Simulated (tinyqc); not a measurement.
Ballistic transport through the one-dimensional subbands of a rectangular nanowire or nanosheet channel: one step, computed by the program tinyqc.

Hard walls, parabolic subbands, transport along x. Energies are counted from the bulk conduction band edge at the top of the barrier, which the gate pulls down by U; the source Fermi level lies at the bulk edge when U = 0.

Question. Conductance, capacitance and scattering. Linear conductance G = (2 e^2/h) sum_i g f(eta_i), g = 2, f = 1/(1 + exp(-eta_i)), with the barrier frozen at the eta_i above; current per perimeter I/(2(a + b)); with scattering, transmission lambda/(lambda + L) and low-bias resistance (1 + L/lambda)/G.

Inputs (values chosen for the exercise, modelled on silicon):
```
quantity                                   value  unit
height a                                     4.1    nm
width b                                      7.2    nm
temperature T                                300     K
mean free path for back-scattering lambda     38    nm
channel length L                              11    nm
```

Valleys: silicon [100] wire.

Occupation:
```
subband      eta_i    n_i (1/nm)  I_i (microampere)
1         2.812504  5.587079e-01           6.589856
2         0.383345  1.911039e-01           2.847240
3        -0.065395  1.426181e-01           2.139220
4        -0.549862  1.002065e-01           1.503986
5        -0.782345  1.819767e-01           1.252261
6        -1.617776  4.101615e-02           0.611602
7        -2.105208  2.626696e-02           0.390576
8        -4.282693  3.173354e-03           0.046941
9        -4.495675  2.568845e-03           0.037993
10       -4.861893  1.784926e-03           0.026394
```

ballistic current I = 15.44607 microampere

Constants: e = 1.602176634e-19 C; h = 6.62607015e-34 J s.

Give: open modes sum g f; ballistic conductance; current per perimeter; transmission; low-bias resistance with scattering.

Answer.

open modes sum g f = 6.016

ballistic conductance = 466.1 microsiemens

current per perimeter = 683.5 microampere/micrometre

transmission = 0.7755

low-bias resistance with scattering = 2.767 kiloohm

Even without scattering the wire has h/(2 e^2 M) = 2.15 kiloohm, which sits in the contacts.
